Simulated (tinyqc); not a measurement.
What each parameter of the potential does: deformation potentials from a strained empirical pseudopotential.

Diamond lattice, no spin-orbit coupling. Atomic form factor V(q) = a1 (q^2 - a2)/(a3 exp(a4 q^2) - 1) in rydberg with q in 1/bohr, for the unstrained cell. Under a strain e the reciprocal vectors and k go over into (1 + e)^(-1) G, the atoms sit at +/- tau with tau = (1 + e) a (1,1,1)/8 - zeta a (eyz, ezx, exy)/4, and H(G,G') = c |k + G|^2 delta + (V(q)/det(1 + e)) cos(q.tau), q = G - G', with the term q = 0 left out; c = hbar^2/2m0. The basis is fixed before straining: all G with |k + G|^2 up to 16 (2 pi/a)^2. k is given in units of 2 pi/a of the unstrained cell.

Constants: hbar^2/2m0 = 3.80998211 eV angstrom^2; Ry = 13.60569312 eV; a0 (Bohr radius) = 0.5291772105 angstrom.

Values chosen for the exercise (near those of Si; not measured data): a = 5.434 angstrom (lattice constant); a1 = 0.541; a2 = 2.201; a3 = 2.078; a4 = 0.49; kD = 0.82 2 pi/a (position of the Delta minimum).

Gaps from the valence top to level 8 at Gamma and level 5 at (kD,0,0) and L, and their deformation potentials [E(+h) - E(-h)]/(3 ln((1 + h)/(1 - h))) for e = +/- h 1, h = 0.002. The row for the lattice constant keeps V(q) without the volume factor, so it is not a strain.

One parameter was then changed.

Results before and after:
```
case     Gamma (eV)  Delta (eV)  L (eV)  potential Gamma (eV)  potential Delta (eV)  potential L (eV)
base          3.986       1.096   1.957                 -8.76                  2.63             -1.92
changed       4.101       1.021   1.961                 -8.68                  2.68             -1.89
```

Which of these changes was made? (a) a3 = 2.099; (b) a2 = 2.179; (c) a = 5.488 angstrom; (d) a1 = 0.536; (e) a4 = 0.485.

Answer: (b) a2 = 2.179. Of the candidates, run in turn, only this one gives the changed row.

All candidates:
```
case                Gamma (eV)  Delta (eV)  L (eV)  potential Gamma (eV)  potential Delta (eV)  potential L (eV)
base                     3.986       1.096   1.957                 -8.76                  2.63             -1.92
a = 5.488 angstrom       3.852       1.385   2.055                 -9.04                  2.31             -2.11
a1 = 0.536               3.945       1.029   1.908                 -8.68                  2.64             -1.91
a2 = 2.179               4.101       1.021   1.961                 -8.68                  2.68             -1.89
a3 = 2.099               3.940       1.003   1.893                 -8.66                  2.62             -1.92
a4 = 0.485               4.080       1.182   2.033                 -8.93                  2.55             -2.00
```

Run: tinyqc, `OMP_NUM_THREADS=1 python tinyqc.py 1880965 1880966 out.jsonl`; Intel(R) Xeon(R) Processor @ 2.30GHz, one thread, shared host; about 0.2 s of CPU time with all checks.
